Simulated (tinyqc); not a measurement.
Inside a calculation. Model: sputter depth profiling of a dopant layer: erosion rate, quantification and the mixing-roughness response. Computed by tinyqc, a small Python program that keeps every step. Command: `OMP_NUM_THREADS=1 python tinyqc.py 3017630 3017631 out.jsonl sims walk`. One thread of a shared host (Intel(R) Xeon(R) Processor @ 2.30GHz), about 0.04 s of CPU time with the checks. Intermediate numbers are printed to about 6 digits and carried at full precision; extremes and crossings named in words are read from the listed rows.

A rastered ion beam erodes silicon (49.94 atoms per nm^3). The measured profile is the true one convolved with a depth response.

Inputs (values chosen for the exercise, modelled on a dopant in silicon under an oxygen or caesium beam):
```
quantity                               value    unit
beam energy E                           0.94     keV
beam current                             170      nA
raster side                              500      um
sputter yield at 1 keV                  0.64       -
mixing length at 1 keV                   1.5      nm
roughness sigma                         0.75      nm
depth of the top edge z0                  55      nm
box width b                              8.9      nm
box concentration C                  3.7e+18  1/cm^3
relative sensitivity factor RSF        4e+20  1/cm^3
matrix count rate                     630000     1/s
background count rate                    8.7     1/s
counting time per point                    2       s
level that defines the junction C_B    3e+16  1/cm^3
```

True profile: box.

Constants: e = 1.602176634e-19 C.

## Erosion and sensitivity

Scaling chosen for the exercise: yield Y = Y1 E^0.5, mixing length w = w1 E^0.5 (E in keV). Erosion rate = Y I/(e x raster^2 x density); depth step = rate x counting time; concentration = RSF x counts/matrix counts; detection limit = RSF x 3 sqrt(background x time)/(matrix rate x time).

yield Y = 0.620503

mixing length w = 1.45430 nm

erosion rate = 0.0527344 nm/s

depth step = 0.105469 nm

detection limit = 3.97270e+15 1/cm^3

## Measured shape

Mixing alone turns a layer at z0 into (1/w) exp(-(z - z0 + w)/w) for z > z0 - w; roughness adds a Gaussian of width sigma. With x = z - z0 + w: g(x) = (1/(2w)) exp(sigma^2/(2 w^2) - x/w) erfc((sigma/w - x/sigma)/sqrt2), and its integral G(x) = (1/2) erfc(-x/(sigma sqrt2)) - w g(x). Measured: C [G(x) - G(x - b)]. Find the maximum, the full width at half maximum and the deep point where the profile falls to C_B; far down, the trailing edge decays by w ln(10) per decade.

depth of the maximum = 60.6964 nm

peak concentration = 3.66359e+18 1/cm^3

full width at half maximum = 8.92893 nm

apparent junction depth = 69.6382 nm

trailing slope = 3.34866 nm/decade

The true deep edge lies at 63.9 nm, so the junction appears 5.74 nm too deep. The peak reaches 99.0 % of the true concentration.

## Moments

Convolution adds means and variances: the response has mean 0 (shift -w plus exponential mean w) and variance w^2 + sigma^2; a box adds the mean b/2 and the variance b^2/12.

centroid = 59.45 nm

standard deviation = 3.04604 nm

maximum minus centroid = 1.24639 nm

The centroid stays at the true position while the maximum lies deeper, so depth is read from the centroid.

## Points of the profile

Counts = concentration x matrix rate x time/RSF + background x time; relative noise 1/sqrt(counts). Depths are z0 - w + k (w + sigma), k = -0.5, 0, 0.5, 1, 2, 3, 5, 8, 12.

Profile:
```
k      z (nm)  measured (1/cm^3)       counts  relative noise
-0.5  52.4435        4.96829e+16  1.73901e+02        0.075831
0.0   53.5457        5.69331e+17  1.81079e+03        0.023500
0.5   54.6478        1.79406e+18  5.66868e+03        0.013282
1.0   55.7500        2.77275e+18  8.75155e+03        0.010690
2.0   57.9543        3.49610e+18  1.10301e+04        0.009522
3.0   60.1586        3.65467e+18  1.15296e+04        0.009313
5.0   64.5672        9.78980e+17  3.10119e+03        0.017957
8.0   71.1801        1.03911e+16  5.01319e+01        0.141235
12.0  79.9973        2.41881e+13  1.74762e+01        0.239208
```

## Beam energy: resolution against speed

Width = full width at half maximum; the apparent junction is the deep point where the profile falls to C_B; time to profile to twice z0 = 2 z0/erosion rate, at fixed current.

Measured values:
```
E (keV)   w (nm)  peak (1/cm^3)  width (nm)  apparent junction (nm)  time (min)
0.15     0.58095    3.69968e+18     8.90019                 66.6002     87.0294
0.25     0.75000    3.69847e+18     8.90099                 67.1362     67.4127
0.50     1.06066    3.69053e+18     8.90678                 68.2112     47.6680
1.00     1.50000    3.65907e+18     8.93288                 69.8059     33.7063
2.00     2.12132    3.57134e+18     9.01948                 72.0930     23.8340
4.00     3.00000    3.39038e+18     9.24652                 75.2799     16.8532
8.00     4.24264    3.09914e+18     9.73503                 79.5960     11.9170
```

From the highest to the lowest energy the width goes from 9.74 to 8.90 nm, towards the floor set by roughness and the box width 8.9 nm, and the junction error from 15.7 to 2.70 nm, at 7.3 times the time. Extrapolating the tail slope to zero energy separates mixing from real diffusion. Caution: the surface transient, segregation under the beam and the growth of roughness with depth are left out, and real yields fall faster near the sputter threshold.

Checks made by the program: dose under the measured profile (relative difference below 1e-10).
